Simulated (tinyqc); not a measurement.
# A square-lattice strip 2 sites wide, recursive Green functions: what changes with what

The device has N = 5 slices of 2 site(s), nearest-neighbour hopping -t, and site energies U; the leads are semi-infinite continuations with site energy 0. V = <i+1|H|i> = -t 1.

Inputs (values chosen for the exercise):
- t = 1 eV (hopping (matrix element -t))
- U = [0.71, -0.43, -0.08, 0.68, -1.09, 0.97, 1.01, 0.84, -0.02, -1.24] eV (site energies, slice by slice (2 a slice))
- E = -1.15 eV (energy)

Each table varies one quantity; the others keep the values above.

## Transmission against energy

Transverse modes n = 1..2: chi_n(j) = sqrt(2/3) sin(pi n j/3), energy e_n = -2 t cos(pi n/3). Sigma = t^2 sum_n chi_n chi_n^T g(E - e_n), g(x) = (x - i sqrt(4 t^2 - x^2))/(2 t^2) for |x| < 2 t and (x - sign(x) sqrt(x^2 - 4 t^2))/(2 t^2) otherwise; Gamma = i (Sigma - Sigma^dagger); both leads give the same. Forward pass: g_1 = (E - H_1 - Sigma)^(-1), g_i = (E - H_i - V g_(i-1) V^dagger)^(-1), with Sigma also subtracted on the last slice; G_(i,1) = g_i V G_(i-1,1), starting from g_1. H_i is the block of slice i: its site energies on the diagonal and -t between neighbouring rows. T(E) = Tr[Gamma G_(N,1) Gamma G_(N,1)^dagger].

Results:

| E (eV) | open modes | T(E) | T(E) per open mode |
|---|---|---|---|
| -2.9 | 1 | 0.36768 | 0.36768 |
| -2.42 | 1 | 0.71652 | 0.71652 |
| -1.93 | 1 | 0.30315 | 0.30315 |
| -1.45 | 1 | 0.11157 | 0.11157 |
| -0.97 | 2 | 0.26706 | 0.13353 |
| -0.48 | 2 | 0.88966 | 0.44483 |
| 0 | 2 | 1.1939 | 0.59697 |
| 0.48 | 2 | 0.88948 | 0.44474 |
| 0.97 | 2 | 0.93682 | 0.46841 |
| 1.93 | 1 | 0.86659 | 0.86659 |
| 2.42 | 1 | 0.67670 | 0.67670 |
| 2.9 | 1 | 0.57963 | 0.57963 |

Estimate the missing row, E = 1.45 eV.

Computed row:

| E (eV) | open modes | T(E) | T(E) per open mode |
|---|---|---|---|
| 1.45 | 1 | 0.49080 | 0.49080 |

With this row back in the table: T(E) lies between 0.112 (E = -1.45 eV) and 1.19 (E = 0 eV) in these rows. The leads offer 1 to 2 open mode(s), of which the mean share 0.48 is transmitted.

## The device repeated

Same model as above.

The list U is repeated k times, so the device has k N slices.

Results:

| k | T(E) | ln T(E) |
|---|---|---|
| 1 | 0.02034 | -3.895 |
| 2 | 0.7156 | -0.3346 |
| 4 | 0.7975 | -0.2263 |
| 5 | 0.02757 | -3.591 |
| 6 | 0.4701 | -0.7548 |
| 8 | 0.2526 | -1.376 |
| 10 | 0.1505 | -1.894 |
| 12 | 0.09969 | -2.306 |

Estimate the missing row, k = 3.

Computed row:

| k | T(E) | ln T(E) |
|---|---|---|
| 3 | 0.02733 | -3.600 |

With this row back in the table: T(E) moves between 0.0203 and 0.798 and does not die away: at least one band of the periodic structure that the repeats form is open at this energy.

## Effect of the strength of the potential

Same model as above.

All U are multiplied by the factor sc.

Result of one run:

| sc | T(E) | reflection, modes - T(E) |
|---|---|---|
| 0 | 1.000 | 0 |

What becomes of these results when the scale factor of the potential sc is changed from 0 to 1.25, all else the same?

Result of the changed run:

| sc | T(E) | reflection, modes - T(E) |
|---|---|---|
| 1.25 | 7.201e-7 | 1.000 |

The whole series:

| sc | T(E) | reflection, modes - T(E) |
|---|---|---|
| 0 | 1.000 | 0 |
| 0.25 | 0.8971 | 0.1029 |
| 0.5 | 0.5130 | 0.4870 |
| 0.75 | 0.1535 | 0.8465 |
| 1 | 0.02034 | 0.9797 |
| 1.25 | 7.201e-7 | 1.000 |
| 1.5 | 0.004324 | 0.9957 |
| 1.75 | 0.007886 | 0.9921 |
| 2 | 0.007977 | 0.9920 |

T(E) goes from 1.00 through a minimum of 7.20e-7 (at sc = 1.25 among the rows listed) to 0.00798. At sc = 0 the device equals the leads and transmits all 1 open mode(s). Between the first two non-zero rows the reflection goes as sc^(2.24); weak scattering gives sc^2.

Computed by the program tinyqc: `OMP_NUM_THREADS=1 python tinyqc.py 2660126 2660127 out.jsonl`, one thread of a shared Intel Xeon 2.30GHz, about 0.02 s for the whole run.
